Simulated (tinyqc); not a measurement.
Worked calculation: vacuum evaporation: vapour pressure, source flux, thickness distribution, purity and step coverage. Computed by tinyqc, a small Python program that keeps every step. Command: `OMP_NUM_THREADS=1 python tinyqc.py 3114064 3114065 out.jsonl evap walk`. One thread of a shared host (Intel(R) Xeon(R) Processor @ 2.30GHz), about 0.01 s of CPU time with the checks. Intermediate numbers are printed to about 7 digits and carried at full precision; extremes and crossings named in words are read from the listed rows.

Molecular flow, unit sticking of the metal, no re-evaporation. The background gas is taken as water vapour (18.015 g/mol, collision diameter 0.37 nm) at 300 K.

Inputs (values chosen for the exercise, modelled on gold, with constants for the liquid):

| quantity | value | unit |
|---|---|---|
| molar mass M | 196.97 | g/mol |
| film density rho | 19.3 | g/cm^3 |
| vapour-pressure constant A | 10.81 | - |
| vapour-pressure constant B | 18090 | K |
| source temperature T | 1570 | K |
| source area | 0.57 | cm^2 |
| directionality n | 1 | - |
| source-to-wafer distance h | 28 | cm |
| wafer radius R | 10 | cm |
| source offset from the axis s/h | 0.33 | - |
| background pressure p | 3e-07 | Pa |
| sticking of background gas | 0.8 | - |
| aspect ratio of a trench | 4.1 | - |

Constants: u = 1.6605390666e-27 kg; k_B = 1.380649e-23 J/K; R = 8.314462618 J/(mol K).

## Vapour pressure and flux

log10(p_v/Pa) = A - B/T; flux from the surface Phi = p_v/sqrt(2 pi m k_B T), m = M u. Mass loss = Phi x area x m; heat of evaporation = ln(10) R B; d ln Phi/dT = ln(10) B/T^2 - 1/(2 T).

vapour pressure p_v = 0.1939577 Pa

flux Phi = 9.189693e+16 1/(cm^2 s)

mass loss = 0.06167761 g/h

heat of evaporation = 346.3287 kJ/mol

change of flux per kelvin = 1.658029 %/K

Holding the rate to 1 % needs the temperature to about 0.60 K.

## Rate and uniformity on a fixed wafer above the source

A small source emits (n + 1) Phi area cos^n(phi)/(2 pi) per solid angle; on a parallel plane at height h and lateral distance l the arrival rate is (n + 1) Phi area/(2 pi h^2) x (1 + (l/h)^2)^(-(n + 3)/2). Growth rate = arrival rate x m/rho, m = M u. The wafer is fixed and centred above the source.

arrival rate at the centre = 2.126718e+13 1/(cm^2 s)

growth rate at the centre = 0.003604141 nm/s

edge over centre = 0.7865523

non-uniformity (max - min)/(max + min) = 11.94747 %

share of the material that lands on the wafer, 1 - (1 + (R/h)^2)^(-(n + 1)/2) = 11.31222 %

## Offset source and rotation

Rotating wafer, source offset by s and facing upwards: thickness at radius r is the mean over the angle a of (1 + (r^2 + s^2 - 2 r s cos a)/h^2)^(-(n + 3)/2), by 360 equal steps; non-uniformity (max - min)/(max + min) over 21 radii from 0 to R.

centre thickness relative to an axial source = 0.8132334

edge over centre, rotating = 0.8502508

non-uniformity, rotating = 8.093454 %

## Choosing the offset

The curvature at the centre vanishes at s/h = sqrt(2/(n + 3)).

Against the offset:

| s/h | centre thickness | edge over centre | non-uniformity (%) |
|---|---|---|---|
| 0.0 | 1.000000 | 0.786552 | 11.94747 |
| 0.2 | 0.924556 | 0.811599 | 10.39971 |
| 0.4 | 0.743163 | 0.875552 | 6.63526 |
| 0.5 | 0.640000 | 0.913971 | 4.49477 |
| 0.6 | 0.540657 | 0.951883 | 2.46518 |
| 0.7 | 0.450430 | 0.986458 | 0.68171 |
| 0.8 | 0.371802 | 1.015913 | 0.78937 |
| 0.9 | 0.305241 | 1.039506 | 1.93704 |
| 1.1 | 0.204746 | 1.069950 | 3.37929 |

The best row, s/h = 0.7, has 0.68 % against 12 % on the axis, at the price of a rate lower by a factor 2.22; the small-wafer optimum is sqrt(2/(n + 3)) = 0.71.

## Scattering and purity

Mean free path lambda = k_B T_g/(sqrt2 pi d^2 p); unscattered share exp(-h/lambda); gas arrival p/sqrt(2 pi m_g k_B T_g); impurity ratio = sticking x gas arrival/metal arrival; monolayer time = 1e15 cm^-2/(sticking x gas arrival).

mean free path = 22699.43 m

unscattered share = 0.9999877

gas arrival rate = 1.075195e+12 1/(cm^2 s)

impurity ratio = 0.04044524

monolayer time = 1162.579 s

## A trench at the wafer edge

Fixed wafer, axial point source, trench running tangentially at r = R: the beam arrives at tan(a) = R/h. Shadowed share of the floor = aspect ratio x tan(a) (at most 1); the wall facing the source grows at tan(a) times the field rate, the other wall not at all.

angle a = 19.65382 degrees

shadowed share of the floor = 1

wall over field thickness = 0.3571429

Checks made by the program: share on the wafer by quadrature (relative difference 7e-09).
